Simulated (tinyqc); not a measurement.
# Thin film between two gates, subbands and threshold shift from confinement: two studies

Undoped body with a flat potential across it, hard walls, transport along x. Three valley pairs (g = 2 each) with the longitudinal mass along x, y or z. Non-parabolicity enters the subband edges through E (1 + al E) = gamma, so E = 2 gamma/(1 + sqrt(1 + 4 al gamma)); motion within a subband is taken as parabolic with the band-edge mass. Energies are counted from the bulk band edge.

Inputs (values chosen for the exercise); masses close to those of silicon: temperature T = 300 K; longitudinal mass ml = 0.931 m0; transverse mass mt = 0.187 m0; non-parabolicity al = 0.5 1/eV; film thickness (along z) t = 5.6 nm; widening of the box by penetration into the insulator dl = 0 nm; gate capacitance per area of interface Cg = 3.4 uF/cm^2.

Constants: q = 1.602176634e-19 C, kB = 1.380649e-23 J/K, hbar = 1.054571817e-34 J s, m0 = 9.1093837015e-31 kg, Vt = kB T/q, hbar^2/(2 m0) = 0.0380998212 eV nm^2. Results are converted to the units shown.

Each table varies one quantity; the others keep the values above.

## Confinement against the film thickness

gamma = C (pi k/(t + dl))^2/mz, C = hbar^2/(2 m0). Each subband has N_k = g sqrt(mx my) m0 kB T/(pi hbar^2); without degeneracy n = exp(EF/Vt) sum N_k exp(-E_k/Vt). Classical value Nc times t, Nc = sum over valleys of 2 g (m m0 kB T/(2 pi hbar^2))^1.5 with m = (mx my mz)^(1/3). Threshold shift dVT = Vt ln(classical value/sum N_k exp(-E_k/Vt)). With degeneracy n = sum N_k F((EF - E_k)/Vt), F(x) = ln(1 + exp(x)); gate: Vg = EF + q n/(Cg P), P = 2 (both faces), summed over the 60 lowest subbands at most, with Vg counted from the value that would put EF at the bulk band edge of an empty body. The last two columns are for Vg = 0.6 V; sensitivity d(dVT)/dt by central differences between 0.99 and 1.01 times the value.

Confinement against the film thickness:
```
t (nm)  E_1 (meV)  gap to the next edge (meV)  dVT (mV)  sensitivity (mV/nm)  n/P (cm^-2)  share of the lowest subband (%)
2           96.33                       248.2     104.0               -79.21     8.414e12                            99.87
2.7         53.95                       147.4     69.22               -30.03     9.282e12                            91.78
3.6         30.69                       87.04     51.35               -13.99     1.031e13                            64.09
4.7         18.12                       52.52     38.36               -10.26     1.111e13                            42.94
6.3         10.13                       29.78     25.36               -6.056     1.171e13                            29.07
8.4         5.708                       16.93     16.58               -2.799     1.211e13                            20.91
11          3.332                       9.932     11.52               -1.355     1.240e13                            15.55
15          1.793                       5.361     7.822              -0.6315     1.269e13                            11.08
20          1.009                       3.022     5.557              -0.3254     1.292e13                            8.135
```

What does the table show?

As t grows from 2 to 20 nm, E_1 falls from 96.3 to 1.01 meV and dVT falls from 104 to 5.56 mV. E_1 goes as t^(-1.93) at the thin end (-2 for a parabolic band without penetration); a thickness error of 0.2 nm moves the threshold by 16 mV in the first row and 0.065 mV in the last. The charge per interface area rises from 8.41e12 to 1.29e13 cm^-2. For t = 2, 2.7 the body is too thin for bulk effective masses to be reliable. In every row the charge in the last two columns would bend the potential across the body by some 30 mV or more, which is left out.

## Charge and subband filling against gate voltage

Same model as above.

Each subband has N_k = g sqrt(mx my) m0 kB T/(pi hbar^2). Cq = q dn/dEF.

Charge and subband filling against gate voltage:
```
Vg (V)  EF - E_1 (eV)  n (cm^-2)  n/P (cm^-2)  share of the lowest subband (%)  Cq/(Cg P)  total C/(Cg P)
-0.14         -0.1533   2.062e10     1.031e10                            52.03    0.01878         0.01843
-0.02        -0.05436   9.151e11     4.575e11                            50.86     0.8064          0.4464
0.11        -0.009677   4.536e12     2.268e12                            46.60      3.593          0.7823
0.23          0.01077   8.762e12     4.381e12                            42.54      6.334          0.8637
0.36          0.02579   1.364e13     6.821e12                            38.83      9.067          0.9007
0.48          0.03652   1.828e13     9.140e12                            36.03      11.33          0.9189
0.61          0.04621   2.339e13     1.169e13                            33.55      13.51          0.9311
0.73          0.05401   2.815e13     1.407e13                            31.65      15.28          0.9386
0.86          0.06160   3.334e13     1.667e13                            29.93      16.96          0.9443
```

EF passes E_1 = 0.0128 eV at Vg = 0.160 V. The share of the lowest subband falls from 52.0 to 29.9 % and the total capacitance rises from 0.0184 to 0.944 of Cg P. Between the last two rows 5.8 % of the added gate voltage goes into raising EF. For Vg = 0.11, 0.23, 0.36, 0.48, 0.61, 0.73, 0.86 the charge would bend the potential across the body by some 30 mV or more, which is left out.

tinyqc, about 0.09 s, one thread, Intel Xeon 2.30GHz (shared host): `OMP_NUM_THREADS=1 python tinyqc.py 2350133 2350134 out.jsonl`
